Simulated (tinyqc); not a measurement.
Energy and delay of logic against supply voltage: two steps of the calculation.

One expression serves below and above threshold: I(Vg) = Ik [ln(1 + exp((Vg - VT + dd V)/(al nf Vt)))]^al, with I_on = I(V) and I_off = I(0). Gate delay td = kd C V/I_on, clock period LD td. Per gate and cycle the switching energy is act C V^2 and the leakage energy I_off V LD td. No short-circuit current, no variation. Minima are sought above 0.09 V; below a few Vt gates no longer switch and the model has no meaning.

Parameters, values chosen for the exercise; values of the order met in logic technologies:

| symbol | value | unit | meaning |
|---|---|---|---|
| T | 250 | K | temperature |
| VT | 0.21 | V | threshold voltage at zero drain bias |
| nf | 1.42 |  | slope factor |
| dd | 0.08 |  | barrier lowering per volt of supply |
| Ik | 0.39 | uA | specific current of a gate |
| al | 1.77 |  | exponent of the current law |
| C | 0.44 | fF | load capacitance of a gate |
| kd | 1.1 |  | delay factor |
| LD | 30 |  | logic depth |
| act | 0.1 |  | activity factor |
| V | 0.95 | V | supply voltage |

Constants: q = 1.602176634e-19 C, kB = 1.380649e-23 J/K, Vt = kB T/q. Results are converted to the units shown.

Task 1. Currents, delay and energies. I_on, I_off, td, clock frequency 1/(LD td), both energies and their sum.

Find: I_on; I_off; td; clock frequency; switching energy; leakage energy; energy.

Result 1.

I_on = 47.460 uA
I_off = 4.5441 nA
td = 9.6881 ps
clock frequency = 3.4406 GHz
switching energy = 39.710 aJ
leakage energy = 1.2547 aJ
energy = 40.965 aJ

I_on/I_off = 10400; leakage makes up 3.06 % of the energy.

Task 2. New V. Minimum-energy supply: E(V) is the energy per gate and cycle; with h = 0.001 V, E' = (E(V + h) - E(V - h))/(2 h), E'' = (E(V - h) - 2 E(V) + E(V + h))/h^2, V(new) = V - E'/E''.

V after iteration 2 = 0.20528358 V

Give: E'; E''; V after iteration 3.

Result 2.

E' = -0.4874 aJ/V
E'' = 415.6 aJ/V^2
V after iteration 3 = 0.2065 V

Computed by the program tinyqc: `OMP_NUM_THREADS=1 python tinyqc.py 2082016 2082017 out.jsonl`, one thread of a shared Intel Xeon 2.30GHz, about 0.01 s for the whole run.
